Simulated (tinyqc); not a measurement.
Inside a calculation. Model: gas flow in a process chamber: flow regimes, conductance, effective pumping speed, pump-down, outgassing and purge. Computed by tinyqc, a small Python program that keeps every step. Command: `OMP_NUM_THREADS=1 python tinyqc.py 3120152 3120153 out.jsonl pump walk`. One thread of a shared host (Intel(R) Xeon(R) Processor @ 2.30GHz), about 0.1 s of CPU time with the checks. Intermediate numbers are printed to about 6 digits and carried at full precision; extremes and crossings named in words are read from the listed rows.

Ideal gas, isothermal flow, a pump of constant speed at the end of a round pipe; process gas, volume gas and outgassing are given the same properties. 1 sccm = 101325 Pa x 1e-6 m^3/60 s x T/273.15 K.

Inputs (values chosen for the exercise, modelled on oxygen near room temperature):
```
quantity                     value            unit
molar mass M                    32           g/mol
molecular diameter            0.36              nm
viscosity eta                 20.6   micropascal s
temperature T                  350               K
chamber volume V               110               L
wall area                      2.4             m^2
pipe diameter d                 10              cm
pipe length l                  260              cm
pump speed S                   160             L/s
process gas flow               5.9            sccm
outgassing rate after 1 h  1.8e-06  Pa m^3/(s m^2)
outgassing exponent n          1.2               -
starting pressure p0           400              Pa
target base pressure         2e-05              Pa
```

Constants: k_B = 1.380649e-23 J/K; u = 1.6605390666e-27 kg.

## Molecular flow

Mean speed c = sqrt(8 k_B T/(pi m)); aperture conductance C_a = c pi d^2/16; molecular pipe C_m = C_a/(1 + 3 l/(4 d)) (Dushman form); viscous pipe C_v = pi d^4 p_mean/(128 eta l); Knudsen interpolation C = C_v + C_m (1 + x)/(1 + 1.24 x), x = d p_mean sqrt(m/(k_B T))/eta. Effective speed 1/S_eff = 1/S + 1/C_m; time constant V/S_eff; pressure at which the free path k_B T/(sqrt2 pi d_m^2 p) equals d.

mean speed c = 481.223 m/s

C_a = 944.879 L/s

C_m = 46.0916 L/s

S_eff in molecular flow = 35.7834 L/s

time constant = 3.07405 s

pressure where the free path equals d = 0.0839231 Pa

The pipe passes on 22 % of the pump speed; a larger pump would gain little, since S_eff cannot exceed C_m.

## Process pressure

Steady flow: the pump inlet is at p_2 = Q/S, and the chamber pressure p_1 solves Q = C((p_1 + p_2)/2) (p_1 - p_2). Residence time = p_1 V/Q. Knudsen number = free path at the mean pressure over d.

throughput Q = 12.7669 Pa L/s

p_2 = 0.0797929 Pa

chamber pressure p_1 = 0.342697 Pa

conductance C = 48.5610 L/s

residence time = 2.95269 s

Knudsen number = 0.397279

The flow in the pipe is transitional.

## Purging a well-mixed chamber

With steady flow a contaminant decays as exp(-t/residence time); gas used = flow x time.

time to dilute 1e3 times = 20.3965 s

time to dilute 1e6 times = 40.7929 s

gas used for 1e6 = 4.01131 standard cm^3

## Pump-down curve

Pump-down: V dp/dt = -S_eff(p) p + q(t) A, with S_eff = S p_2/p, where p_2 solves C((p + p_2)/2) (p - p_2) = S p_2 at each moment, and q(t) = q_1 (1 h/(t + 10 s))^n; integrated adaptively. At long times p = q(t) A/S_eff. S_eff(p) is tabulated at 260 pressures and interpolated in ln p. Comparison columns: p0 exp(-t/time constant) with the molecular S_eff (0 below 1e-26 p0), and the outgassing limit.

Pressure against time:
```
t (s)        p (Pa)  S_eff (L/s)  volume gas only (Pa)  outgassing limit (Pa)
0.3     2.59790e+02      157.868           3.62808e+02            1.36132e-01
1       9.60597e+01      154.337           2.88923e+02            1.25804e-01
3       7.98979e+00      109.334           1.50739e+02            1.02952e-01
10      3.05019e-01       36.720           1.54626e+01            6.13944e-02
30      3.11812e-02       34.823           2.31063e-02            2.67235e-02
100     8.31047e-03       35.428           2.98055e-12            7.93768e-03
300     2.32458e-03       35.674                     0            2.28945e-03
1000    5.57318e-04       35.756                     0            5.54855e-04
3600    1.20468e-04       35.778                     0            1.20325e-04
20000   1.54155e-05       35.783                     0            1.54123e-05
100000  2.23527e-06       35.783                     0            2.23518e-06
```

From t = 30 s on the pressure is within 20 % of the outgassing limit, which falls only as (t + 10 s)^-1.2: walls, not volume, set the time to base pressure. Early on viscous flow raises S_eff to 158 L/s, 4.4 times its molecular value.

## Time to base pressure

From the outgassing limit: t = 1 h x (q_1 A/(S_eff p_target))^(1/n) - 10 s; monolayer time at the target = 1e19 m^-2 x 4 k_B T/(p c) for unit sticking.

time to the target = 4.47068 h

monolayer time = 20.0833 s

Checks made by the program: throughput from C and the pressure drop (relative difference below 1e-10).
